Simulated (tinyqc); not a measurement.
Growing the shell: core-shell quantum dot (spherical envelope functions).

Parabolic bands; strain and other valleys are left out. s states, u = r psi, hard wall at R + H, c = hbar^2/2m0, energies from the band edges of the core. Core: u = sin(k1 r)/k1, k1 = sqrt(m1 E/c). At R, psi and psi'/m are continuous, so u is continuous and its slope in the shell is s = u/R + (m2/m1)(u' - u/R). Shell: u(R + x) = u(R) cos(k2 x) + s sin(k2 x)/k2, k2 = sqrt(m2 (E - V)/c); for negative arguments the functions turn into sinh and cosh. A level has u(R + H) = 0.

Overlap = (integral of u_e u_h)^2 with normalised u. Coulomb integrals J_ab = (q/eps) double integral of u_a(r)^2 u_b(s)^2/max(r, s), q = e^2/(4 pi eps0), one eps everywhere. Exciton E = Eg + E_e + E_h - J_eh; first-order biexciton shift J_ee + J_hh - 2 J_eh (positive: repulsive).

Constants: hbar^2/2m0 = 3.80998211 eV angstrom^2; e^2/(4 pi eps0) = 14.39964547 eV angstrom; hc = 1239.841984 eV nm.

Inputs chosen for the exercise (near those of a GaAs/AlGaAs core-shell dot; shifted at random, so the results belong to these values and not to a real crystal):
```
symbol  value                       unit      meaning
R       16                          angstrom  core radius
Vc      0.261                       eV        conduction edge of the shell above that of the core
Vv      0.12                        eV        hole barrier of the shell
me1     0.065                       m0        electron, core
me2     0.091                       m0        electron, shell
mh1     0.404                       m0        hole, core
mh2     0.471                       m0        hole, shell
Eg      1.414                       eV        gap of the core
eps     12.2                                  dielectric constant
Hs      (3, 7, 12, 20, 32, 43, 59)  angstrom  shell thicknesses
```

All quantities anew for each H.

Results:
```
H (angstrom)  E_e (eV)  E_h (eV)  electron in core  overlap  J_eh (meV)  E (eV)  biexciton shift (meV)
3               1.4111    0.2472             0.961    0.998       107.2   2.965                    0.1
7               0.9137    0.1776             0.815    0.994        90.1   2.415                    0.3
12              0.6515    0.1434             0.639    0.988        77.8   2.131                    0.5
32              0.3808    0.1157             0.280    0.937        53.4   1.857                    2.5
43              0.3411    0.1133             0.196    0.894        46.1   1.822                    4.1
59              0.3120    0.1122             0.126    0.817        38.5   1.800                    6.9
```

Give the missing row, H (angstrom) = 20.

Computed row:
```
H (angstrom)  E_e (eV)  E_h (eV)  electron in core  overlap  J_eh (meV)  E (eV)  biexciton shift (meV)
20              0.4792    0.1241             0.445    0.973        65.3   1.952                    1.1
```

The line moves by -1165 meV: the electron gives -1099, the hole -135 and the weaker attraction +69 meV. Over the last step E_e moves by -29.1 meV and E_h by -1.2 meV; the electron level lies above the shell edge Vc, so at this thickness it still spreads with the shell; whether a thicker shell brings it below Vc depends on whether the core binds a level at all. The overlap goes from 0.998 to 0.817, which scales the radiative lifetime by 1.2 if the rate is proportional to it. Up to H = 59 angstrom E_e exceeds 0.15 Eg, where a parabolic band overstates it.

(tinyqc, `OMP_NUM_THREADS=1 python tinyqc.py 1251363 1251364 out.jsonl`, Intel(R) Xeon(R) Processor @ 2.30GHz, 1 thread, shared host, about 0.06 s.)
